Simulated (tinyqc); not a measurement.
Inside a calculation. Model: six-transistor SRAM cell, nodal equations and margins.

Numbers from tinyqc (`OMP_NUM_THREADS=1 python tinyqc.py 2340034 2340035 out.jsonl`; about 0.1 s on one thread of a shared Intel Xeon 2.30GHz). Printed values are rounded.

Two cross-coupled inverters (pull-down bn, pull-up bp) hold the nodes Q and QB; access transistors (ba, threshold VTn, gate on the word line at Vdd when selected) join them to the bit lines. Transistor (EKV form, voltages against the body): I = 2 n b Vt^2 [F(vp - Vs) - F(vp - Vd)] from drain to source, F(v) = ln^2(1 + exp(v/(2 Vt))), vp = (Vg - VT + sg |Vd - Vs|)/n. n-channel bodies are at 0; for the p-channel device all voltages are counted down from Vdd. b in uA/V^2 gives I in uA. For an access transistor the bit line is the drain and the node the source. In a read both bit lines are at Vdd. The cell is symmetric (no mismatch).

Values chosen for this exercise: temperature T = 300 K; supply voltage Vdd = 0.8 V; slope factor n = 1.19; drain-induced barrier lowering sg = 0.023; n-channel threshold VTn = 0.3 V; p-channel threshold (magnitude) VTp = 0.32 V; gain factor of the pull-down transistor bn = 700 uA/V^2; gain factor of the access transistor ba = 470 uA/V^2; gain factor of the pull-up transistor bp = 330 uA/V^2.

Constants: q = 1.602176634e-19 C, kB = 1.380649e-23 J/K, Vt = kB T/q. Results are converted to the units shown.

## Iteration 1: node voltages in a read by Newton steps

(Q, QB) at the start (V): Q 0.000000, QB 0.800000

F1 = In(gate QB, drain Q) - Ip(gate QB, drain Q) - Ia(bit line, Q), F2 the same with Q and QB exchanged; J by central differences with +/- 1e-6 V; solve J d = -F, limit each component to +/- 0.15 V and add.

F1, F2 (uA): [-53.0730, 0.0001]

J (uS):
```
          Q       QB
F1  598.219    0.001
F2    0.004  158.344
```

(Q, QB) after iteration 1 (V): Q 0.088718, QB 0.799997

## Iteration 2: node voltages in a read by Newton steps

As before.

F1, F2 (uA): [-5.45385, 0.00165]

J (uS):
```
          Q       QB
F1  475.175   62.343
F2    0.065  128.935
```

(Q, QB) after iteration 2 (V): Q 0.100198, QB 0.799979

## Course of the iteration: node voltages in a read by Newton steps

Stop when the largest change of (Q, QB) is below 1e-9 V, or after 30 iterations. The rule counts as met only at the stable state with Q low.

Course of the iteration:
```
iteration      Q (V)  largest |change| of one entry (V)
1          0.0887184                             0.0887
2           0.100198                             0.0115
3           0.100399                            2.00e-4
4           0.100399                            6.17e-8
5           0.100399                            < 1e-14
```

Converged in 5 iterations. At the end the number of correct digits about doubles with each step.

## Read current and disturbance

(Q, QB) (V): Q 0.100399, QB 0.799977

Iread = Ia(bit line at Vdd, source Q); cell ratio bn/ba; time to pull a bit line of 20 fF down by 0.1 V at that current.

Iread = 31.0796 uA
cell ratio = 1.48936
time = 64.3509 ps

The read lifts the low node to 100 mV, against a balance point of 381 mV.

## The largest square in the read butterfly

c, point 0 to 6 (V): [0.12, 0.21, 0.29, 0.35, 0.41, 0.45, 0.49]

f(x) is the node voltage of one half-cell in a read for input x (In - Ip - Ia = 0). Static noise margin: side of the largest square between the curve (x, f(x)) and its mirror image (f(y), y); with h(c) the root x of f(x) - x = c, it is the maximum over c > 0 of h(c) - h(-c) + c.

```
point  h(c) (V)  h(-c) (V)  side (V)
0      0.364050   0.424912  0.059138
1      0.361210   0.466528  0.104683
2      0.358614   0.506383  0.142231
3      0.353425   0.538591  0.164834
4      0.339221   0.574572  0.174649
5      0.321648   0.601152  0.170496
6      0.296616   0.629682  0.156934
```

The maximum over c is 174.7 mV, the read margin; with the word line off (no Ia) the same construction gives 324.7 mV.
